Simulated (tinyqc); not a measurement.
Inside a calculation. Method: lattice vibrations of a chain. One step of it, computed by the program tinyqc.

Question. Frequencies. omega^2 are the eigenvalues; wavenumber = 521.4708 sqrt(eigenvalue) 1/cm.

D(q) (eV/(angstrom^2 u)):
```
[[1.576531, -0.608023+0.214909i],
 [-0.608023-0.214909i, 0.297975]]
```

Give: eigenvalues; wavenumbers; weights |e|^2 of the mass-weighted modes.

Answer.

eigenvalues: [0.0292, 1.8453]

wavenumbers (1/cm): [89.1, 708.4]

weights |e|^2 of the mass-weighted modes, order atom 1, atom 2:
```
[[0.1480, 0.8520],
 [0.8520, 0.1480]]
```
